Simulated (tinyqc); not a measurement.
Worked calculation: coherent transport through a tight-binding region between two chains. One step of it, computed by the program tinyqc.

Problem. Transmission at E = 0.52 eV. Surface Green function g = (E - i sqrt(4 t^2 - E^2)) / (2 t^2); self-energy tc^2 g on each contact site; G = (E - H - Sigma)^(-1); Gamma = -2 Im Sigma; T = Gamma_L Gamma_R |G_LR|^2; local density of states -Im G_ii / pi.

H of the central region (eV):
```
           1          2          3          4          5          6
1   0.000000  -0.680000   0.000000   0.000000   0.000000   0.000000
2  -0.680000   1.140000  -1.910000   0.000000   0.000000   0.000000
3   0.000000  -1.910000   1.140000  -1.590000   0.000000   0.000000
4   0.000000   0.000000  -1.590000   1.140000  -1.810000   0.000000
5   0.000000   0.000000   0.000000  -1.810000   1.140000  -1.820000
6   0.000000   0.000000   0.000000   0.000000  -1.820000   0.000000
```

Leads: semi-infinite chains with site energy 0:
```
parameter                           value
lead hopping t (eV)              1.650000
coupling to the left lead (eV)   0.700000
coupling to the right lead (eV)  1.220000
left contact site                       1
right contact site                      6
```

E = 0.520000 eV

Give: g; G; local density of states; transmission.

Solution.

g = 0.096-0.598i 1/eV

G (1/eV):
```
               1              2              3              4
1   0.825-0.769i   0.565+0.179i  -0.111+0.332i  -0.721-0.086i
2   0.565+0.179i  -0.316-0.368i   0.220-0.183i   0.465+0.371i
3  -0.111+0.332i   0.220-0.183i   0.111-0.178i   0.408+0.151i
4  -0.721-0.086i   0.465+0.371i   0.408+0.151i  -0.399-0.387i
5  -0.150-0.321i  -0.034+0.288i   0.042+0.208i   0.057-0.265i
6   0.666-0.024i  -0.474-0.271i  -0.391-0.079i   0.417+0.294i

               5              6
1  -0.150-0.321i   0.666-0.024i
2  -0.034+0.288i  -0.474-0.271i
3   0.042+0.208i  -0.391-0.079i
4   0.057-0.265i   0.417+0.294i
5  -0.018-0.273i   0.486+0.171i
6   0.486+0.171i  -0.249-0.235i
```

local density of states (1/eV): 0.245  0.117  0.057  0.123  0.087  0.075

transmission = 0.464
